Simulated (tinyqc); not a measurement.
Koster-Slater impurity in a tight-binding band, by Green functions and by supercells: one step, computed by the program tinyqc. Command: `OMP_NUM_THREADS=1 python tinyqc.py 3001128 3001129 out.jsonl kosterslater walk`. One thread of a shared host (Intel(R) Xeon(R) Processor @ 2.30GHz), about 0.04 s of CPU time with the checks.

One orbital per site, e(k) = -2 t sum cos(k_i) over 3 direction(s), band from -6 t to 6 t, lattice constant 1. One site has the extra energy U. Spin is left out.

Question. The host Green function outside the band. Outside the band G0(E) = (1/pi) int_0^pi dk (2/(pi z)) K(16 t^2/z^2), z = E + 2 t cos k, K the complete elliptic integral with parameter m; 200 Gauss-Legendre points. A bound state solves 1/U = G0(E). Energies: 0.05, 0.2, 0.5, 1, 2, 4 and 8 t beyond the band edge on the side of U, rounded to four digits.

Inputs (values chosen for the exercise, for a model band): hopping t = 0.58 eV; impurity potential U = -3.99 eV.

Lattice: simple cubic.

Give: Scan on the side of U.

Answer.

Scan on the side of U:

| E (eV) | G0 (1/eV) | 1/U - G0 (1/eV) |
|---|---|---|
| -3.509 | -0.40421 | 0.15358 |
| -3.596 | -0.37174 | 0.12111 |
| -3.770 | -0.33426 | 0.08364 |
| -4.060 | -0.29401 | 0.04338 |
| -4.640 | -0.24299 | -0.00764 |
| -5.800 | -0.18474 | -0.06589 |
| -8.120 | -0.12725 | -0.12338 |

G0 stays finite at the band edge, 0.252731/t in size, so binding needs |U| > 3.957 t.
